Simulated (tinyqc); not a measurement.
Trap-assisted generation and recombination current of an abrupt junction. From total forward current back to forward bias V. Computed by tinyqc, a small Python program. Command: `OMP_NUM_THREADS=1 python tinyqc.py 3004920 3004921 out.jsonl junctionleak inv`. One thread of a shared host (Intel(R) Xeon(R) Processor @ 2.30GHz), about 0.05 s of CPU time with the checks.

Depletion approximation, flat quasi-Fermi levels across the depleted layer, long neutral regions with minority lifetimes tau_n and tau_p, full ionisation and Boltzmann statistics. Voltages in exponents stand for e V.

Inputs (values chosen for the exercise, for a model semiconductor):
```
quantity,value,unit
gap E_g,1.71,eV
electron mass m_e,0.0742,m_0
valleys M_c,1,-
hole mass m_h,0.561,m_0
dielectric constant eps,10,-
acceptor density N_A,9e+15,cm^-3
donor density N_D,2.6e+17,cm^-3
capture time tau_n,4.2e-07,s
capture time tau_p,1.5e-08,s
trap level E_t - E_i,0.014,eV
electron diffusion coefficient D_n,8.5,cm^2/s
hole diffusion coefficient D_p,1.1,cm^2/s
temperature T,300,K
tunnelling mass m_t,0.29,m_0
```

Field enhancement: Hurkx tunnelling factor.

Constants: k_B = 8.617333262e-05 eV/K; m_0 = 9.1093837015e-31 kg; k_B = 1.380649e-23 J/K; h = 6.62607015e-34 J s; e = 1.602176634e-19 C; eps_0 = 8.8541878128e-12 F/m; hbar = 1.054571817e-34 J s.

Method:
- N_c = 2 M_c (2 pi m_e k_B T/h^2)^(3/2) and N_v = 2 (2 pi m_h k_B T/h^2)^(3/2), masses in units of m_0.
- n_i = sqrt(N_c N_v) exp(-E_g/2 k_B T); V_bi = (k_B T/e) ln(N_A N_D/n_i^2); diffusion saturation current J_d0 = e n_i^2 [sqrt(D_n/tau_n)/N_A + sqrt(D_p/tau_p)/N_D].
- W = sqrt(2 eps eps_0 (V_bi - V)(1/N_A + 1/N_D)/e), x_p = W N_D/(N_A + N_D), x_n = W - x_p, peak field F_m = 2 (V_bi - V)/W; reverse bias means V = -V_r.
- Both capture times are divided by 1 + Gamma, Gamma = 2 sqrt(3 pi) (F/F_G) exp((F/F_G)^2), F_G = sqrt(24 m_t (k_B T)^3)/(e hbar) (the low-field Hurkx form), F being the local field, linear in x from 0 at the edges to F_m.
- Potential from the p edge: phi = (V_bi - V) x^2/(x_p W) on the p side and (V_bi - V)[1 - (W - x)^2/(x_n W)] on the n side; p = N_A exp(-phi/k_B T), n = n_i^2 exp(V/k_B T)/p; U = (n p - n_i^2)/[tau_p (n + n_i exp(dE/k_B T)) + tau_n (p + n_i exp(-dE/k_B T))], dE = E_t - E_i, n1 = n_i exp(dE/k_B T), p1 = n_i exp(-dE/k_B T); J_t = e int U dx by the trapezoid rule on 400 intervals on each side.
- Total J = J_t + J_d0 (exp(V/k_B T) - 1); ideality n = (e/k_B T) dV/d ln J, central difference of 1 mV.

Task: A run gave the result below. Find the forward bias V, known to lie between 0.44 and 0.96 V.

total forward current = 4.565501e-09 A/cm^2

Result:

Each step takes the trial c = (a f_b - b f_a)/(f_b - f_a), f being the result less the target and a, b, c the logarithms of the listed values; c replaces end b, the old b replaces a if the sign of f changed, and otherwise f_a is halved.

Scan of the range:
```
forward bias V (V),total forward current (A/cm^2)
0.440,1.61551e-10
0.501,5.35174e-10
0.571,2.11899e-09
0.650,1.00400e-08
0.740,5.93329e-08
0.843,4.57267e-07
0.960,4.80002e-06
```

False position (Illinois rule, in the logarithm of the input) inside the bracket:
```
step,end a,end b,trial,total forward current (A/cm^2)
1,0.571000,0.650000,0.594317,3.35273e-09
2,0.650000,0.594317,0.604049,4.06069e-09
3,0.650000,0.604049,0.610984,4.65484e-09
4,0.604049,0.610984,0.609936,4.55978e-09
5,0.610984,0.609936,0.609999,4.56544e-09
6,0.610984,0.609999,0.610001,4.56556e-09
7,0.609999,0.610001,0.610000,4.56550e-09
```

Total forward current rises at every point of a 13-point scan of the range (every second point is shown), so one value fits; it is bracketed by 0.571 and 0.650. Answer: forward bias V = 0.6100 V.

Caution: one side is doped near or above its effective density of states, so Boltzmann statistics understate V_bi.
